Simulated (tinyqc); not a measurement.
Gupta-type many-body potential for a metal: one step, computed by the program tinyqc. Command: `OMP_NUM_THREADS=1 python tinyqc.py 3023196 3023197 out.jsonl gupta walk`. One thread of a shared host (Intel(R) Xeon(R) Processor @ 2.30GHz), about 0.02 s of CPU time with the checks.

E_i = sum_j A exp(-p (r_ij/r0 - 1)) - xi rho_i^gamma, with rho_i = sum_j exp(-2 q (r_ij/r0 - 1)); gamma = 1/2 is the tight-binding second-moment form. The crystal is fcc unless stated; d is the neighbour distance and a fixed number of shells is kept.

Problem. The (111) surface. fcc shells: d sqrt(k), k = 1..5, with 12, 6, 24, 12, 24 atoms; Omega = d^3/sqrt2. Cut the crystal without relaxation; an atom in layer l keeps the neighbours that lie below the surface plane. Excess = E_i + E_c. Surface energy = sum of excesses over the layers, divided by the area per surface atom: (sqrt3/2) d^2 for (111), d^2 for (100), sqrt2 d^2 for (110).

Inputs (values chosen for the exercise, modelled on silver):

| quantity | value | unit |
|---|---|---|
| repulsion A | 0.101 | eV |
| hopping xi | 1.19 | eV |
| decay p | 10.9 | - |
| decay q | 3.1 | - |
| reference distance r0 | 2.889 | angstrom |
| shells kept | 1 | - |
| embedding exponent gamma | 0.5 | - |

Surface: (111).

neighbour distance d = 2.901306 angstrom

cohesive energy E_c = 2.911191 eV

Constants: 1 eV/angstrom^2 = 16.02176634 J/m^2.

Give: Layers; excess per surface atom; surface energy.

Solution.

Layers:

| layer | nearest neighbours | repulsion (eV) | rho | excess (eV) |
|---|---|---|---|---|
| 1 | 9 | 0.8678 | 8.765 | 0.2558 |

excess per surface atom = 0.2558 eV

surface energy = 0.5622 J/m^2
